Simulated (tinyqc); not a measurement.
Slices of the butterfly: square lattice in a magnetic field (Harper-Hofstadter model).

Landau gauge, lattice period 1: the magnetic cell has q sites j = 0 to q - 1 along x. H_jj = -2 ty cos(ky + 2 pi p j/q), H_(j,j+1) = -tx, and the bond from q - 1 back to 0 is H_(q-1,0) = -tx exp(i q kx). The levels depend on k only through cos(q kx) and cos(q ky), so the band edges lie at (0, 0) and (pi/q, pi/q).

Parameters, chosen for this exercise:
- tx = 1.3 meV (hopping along x)
- ty = 1.3 meV (hopping along y)
- Q = 7 (denominator)

Flux P/Q for each P (p = P, q = Q): the lowest edge, the first gap, the widest gap with its r (the lower one of a mirror pair) and t_r from r = Q s + P t, |t| <= Q/2, and the total width of the bands.

Spectra (meV):
```
flux  lowest edge  first gap  t of first gap  widest gap  its r  its t  total width
1/7       -4.1643     1.7906               1      1.7906      1      1       1.6699
2/7       -3.5423     0.0263              -3      2.1437      2      1       1.7198
3/7       -3.3943     0.3713              -2      1.9938      3      1       1.6920
```

The widest gap carries t = 1 in every row, and its r equals P: it is the gap above the lowest Landau level, which holds P of the Q bands. The first gap is widest at 1/7 (t = 1) and narrowest at 2/7 (t = -3). The total width lies between 1.670 and 1.720 meV; its limit for large Q is 4 |tx - ty| = 0.0 meV.

(tinyqc, `OMP_NUM_THREADS=1 python tinyqc.py 1281170 1281171 out.jsonl`, Intel(R) Xeon(R) Processor @ 2.30GHz, 1 thread, shared host, about 0.09 s.)
